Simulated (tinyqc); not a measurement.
Capacitance measurement on a leaky thin oxide: effects of series resistance and leakage: one step of the calculation.

The device is a capacitance C in parallel with a leakage conductance G, in series with Rs and Ls. An impedance meter reports either a parallel pair (Cp, Gp) from Y = 1/Z = Gp + i w Cp or a series pair (Cs, Rm) from Z = Rm + 1/(i w Cs); w = 2 pi f, dissipation D = Gp/(w |Cp|).

Question. What the meter reports. Z = Rs + i w Ls + 1/(G + i w C).

Parameters, values chosen for the exercise; values of the order met in thin-oxide MOS capacitors: series resistance Rs = 190 ohm; series inductance Ls = 0 nH; measuring frequency f = 50000 Hz.

C = 3.1899614 pF
G = 15.25 uS

Give: Z; Cp; Gp; Cs; D.

Answer.

Z = (6.5482-0.4291i) x 1e4 ohm
Cp = 3.1716 pF
Gp = 15.206 uS
Cs = 741.87 pF
D = 15.261

Cp is 0.58 % below C and Cs is 233 times it; G Rs = 0.00290, w C Rs = 1.90e-4 and G/(w C) = 15.2.

Numbers from tinyqc (`OMP_NUM_THREADS=1 python tinyqc.py 2022068 2022069 out.jsonl`; about 0.01 s on one thread of a shared Intel Xeon 2.30GHz).
